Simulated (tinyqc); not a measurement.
Classical Heisenberg spin chain: exact results, Metropolis, heat-bath and over-relaxation steps, and a Monte Carlo run: one step, computed by the program tinyqc.

E = -J sum_i s_i . s_(i+1) for unit vectors s_i on an open chain; K = J/(k_B T).

Task: Four single-spin steps. The given spins are first normalised. Spins 2 and 3 are updated in turn, with h = K (sum of the two neighbours). Trial spin with z = 2 r1 - 1 and azimuth 2 pi r2; it is accepted if r3 < min(1, exp(h . s_trial - h . s_old)).

Inputs (values chosen for the exercise, for a model chain of large moments): temperature T = 16 K.

Update: Metropolis.

four neighbouring spins (rows; components x, y, z):
```
         1        2        3
1   0.0796   0.2416  -0.9671
2   0.9302  -0.3574  -0.0832
3  -0.8835   0.3635   0.2955
4   0.1058  -0.3105  -0.9447
```

random numbers, one row a step:
```
        1       2       3
1  0.3199  0.7670  0.6895
2  0.4990  0.5930  0.6417
3  0.8734  0.5524  0.7438
4  0.8759  0.3497  0.4656
```

K = 2.756073

Give: the table «Steps» with the columns |h|, h . s before, h . s trial, acceptance, accepted, x, y, z.

Result:

Steps:
```
spin    |h|  h . s before  h . s trial  acceptance  accepted        x        y        z
2     3.334        -2.503       -1.100       1.000       yes   0.0995  -0.9276  -0.3602
3     4.990        -2.803        1.418       1.000       yes  -0.8341  -0.5516  -0.0020
2     3.491         1.548       -0.502       0.129        no   0.0995  -0.9276  -0.3602
3     4.990         1.418       -4.745       0.002        no  -0.8341  -0.5516  -0.0020
```
